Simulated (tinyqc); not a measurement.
Ion implantation: universal nuclear stopping, Lindhard-Scharff electronic stopping and a Gaussian range profile: one step, computed by the program tinyqc. Command: `OMP_NUM_THREADS=1 python tinyqc.py 3031860 3031861 out.jsonl implant walk`. One thread of a shared host (Intel(R) Xeon(R) Processor @ 2.30GHz), about 0.09 s of CPU time with the checks.

An ion slows by elastic collisions with screened nuclei and by friction with electrons; channelling is ignored and the target is uniform.

Task: Range and straggle. Reduced energy eps = 32.53 M2 E/(Z1 Z2 (M1 + M2)(Z1^0.23 + Z2^0.23)), E in keV; s_n = ln(1 + 1.1383 eps)/(2 (eps + 0.01321 eps^0.21226 + 0.19593 eps^0.5)) for eps up to 30 and ln(eps)/(2 eps) above; S_n = 8.462 Z1 Z2 M1 s_n/((M1 + M2)(Z1^0.23 + Z2^0.23)) in 1e-15 eV cm^2. S_e = k 3.83 Z1^(7/6) Z2/(Z1^(2/3) + Z2^(2/3))^(3/2) sqrt(E/M1) in 1e-15 eV cm^2, E in keV. Path length R = int_0^E dE'/(N (S_n + S_e)); energy lost to nuclei nu = int_0^E S_n/(S_n + S_e) dE' (both with E' = E y^3 and 64 Gauss-Legendre points in y). Estimates of Lindhard type: R_p = R/(1 + M2/(3 M1)), straggle dR_p = (2/3) R_p sqrt(M1 M2)/(M1 + M2).

Inputs (values chosen for the exercise, modelled on germanium ions in silicon):
```
quantity,value,unit
ion atomic number Z1,32,-
ion mass M1,74,u
target atomic number Z2,14,-
target mass M2,28.09,u
target density N,49.94,1/nm^3
ion energy E,17,keV
scale factor of electronic stopping k,1.2,-
```

Give: path length R; projected range R_p; straggle dR_p; energy lost to nuclei nu.

Result:

path length R = 22.59 nm

projected range R_p = 20.06 nm

straggle dR_p = 5.971 nm

energy lost to nuclei nu = 15.33 keV

90 % of the energy goes to nuclei over the whole path.
